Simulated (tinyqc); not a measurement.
Fully depleted semiconductor-on-insulator film with two gates, non-linear Poisson equation by Newton steps: two steps of the calculation.

One dimension across the film, front interface at x = 0, back interface at x = ts. psi is counted from the intrinsic level, n = ni exp(psi/Vt) (source grounded), holes neglected, acceptors ionised. Gates act through Cox = eps0 eox/tox and Cbox = 3.9 eps0/tb with potentials G1 = Vg - (phiM - chi - Vt ln(Nc/ni)) and G2 = Vb - (phiB - chi - Vt ln(Nc/ni)). Classical Boltzmann densities, no interface charge, no depletion in the back plane.

Inputs (values chosen for the exercise); band and dielectric values close to those of germanium: temperature T = 400 K; relative permittivity of the gate insulator (close to hafnium oxide) eox = 21.8; insulator thickness tox = 11 nm; film thickness ts = 21 nm; buried-oxide thickness (eps_r 3.9) tb = 51 nm; acceptor density of the film Na = 1.6e16 cm^-3.

Constants: q = 1.602176634e-19 C, kB = 1.380649e-23 J/K, Vt = kB T/q, eps0 = 8.8541878128e-14 F/cm where lengths are in cm. Results are converted to the units shown.

Problem 1. Density, residual and Jacobian diagonal. Nodes 0 to 7, h = ts/7, box widths w = h (h/2 at both ends), a = eps0 eps_r/h. F_i = a (psi_(i+1) - 2 psi_i + psi_(i-1)) - q w_i (n_i + Na); F_0 = a (psi_1 - psi_0) + Cox (G1 - psi_0) - q w_0 (n_0 + Na); F_7 = a (psi_6 - psi_7) + Cbox (G2 - psi_7) - q w_7 (n_7 + Na). Diagonal b_i = -2 a - q w_i n_i/Vt, with -a - Cox and -a - Cbox in place of -2 a at the ends.

| node | psi at the start (V) |
|---|---|
| 0 | 0.3 |
| 1 | 0.3 |
| 2 | 0.3 |
| 3 | 0.3 |
| 4 | 0.3 |
| 5 | 0.3 |
| 6 | 0.3 |
| 7 | 0.3 |

ni = 7.5924216e14 cm^-3
a = 4.7812614 uF/cm^2
G1 = 0.18316904 V
G2 = 1.1931690 V

Give: n; residual F; diagonal b.

Solution 1.

| node | n (cm^-3) | residual F (1e-7 C/cm^2) | diagonal b (F/cm^2) |
|---|---|---|---|
| 0 | 4.5731e18 | -3.1530 | -9.7245e-6 |
| 1 | 4.5731e18 | -2.2058 | -1.5939e-5 |
| 2 | 4.5731e18 | -2.2058 | -1.5939e-5 |
| 3 | 4.5731e18 | -2.2058 | -1.5939e-5 |
| 4 | 4.5731e18 | -2.2058 | -1.5939e-5 |
| 5 | 4.5731e18 | -2.2058 | -1.5939e-5 |
| 6 | 4.5731e18 | -2.2058 | -1.5939e-5 |
| 7 | 4.5731e18 | -0.4981 | -8.0374e-6 |

Problem 2. Newton step. Solve a d_(i-1) + b_i d_i + a d_(i+1) = -F_i for all nodes. Each component d is damped to sign(d) Vt ln(1 + |d|/Vt) before it is added.

a = 4.7812614 uF/cm^2

| node | diagonal b (F/cm^2) | residual F (C/cm^2) | psi at the start (V) |
|---|---|---|---|
| 0 | -9.7244734e-6 | -3.1529689e-7 | 0.3 |
| 1 | -1.5939469e-5 | -2.2057811e-7 | 0.3 |
| 2 | -1.5939469e-5 | -2.2057811e-7 | 0.3 |
| 3 | -1.5939469e-5 | -2.2057811e-7 | 0.3 |
| 4 | -1.5939469e-5 | -2.2057811e-7 | 0.3 |
| 5 | -1.5939469e-5 | -2.2057811e-7 | 0.3 |
| 6 | -1.5939469e-5 | -2.2057811e-7 | 0.3 |
| 7 | -8.0374428e-6 | -4.9813925e-8 | 0.3 |

Give: Newton step d, before damping; psi after iteration 1.

Solution 2.

| node | Newton step d, before damping (V) | psi after iteration 1 (V) |
|---|---|---|
| 0 | -0.05233 | 0.2682 |
| 1 | -0.04049 | 0.2732 |
| 2 | -0.03652 | 0.2751 |
| 3 | -0.03513 | 0.2758 |
| 4 | -0.03445 | 0.2761 |
| 5 | -0.03358 | 0.2766 |
| 6 | -0.03137 | 0.2777 |
| 7 | -0.02486 | 0.2813 |

tinyqc, about 0.5 s, one thread, Intel Xeon 2.30GHz (shared host): `OMP_NUM_THREADS=1 python tinyqc.py 2190152 2190153 out.jsonl`
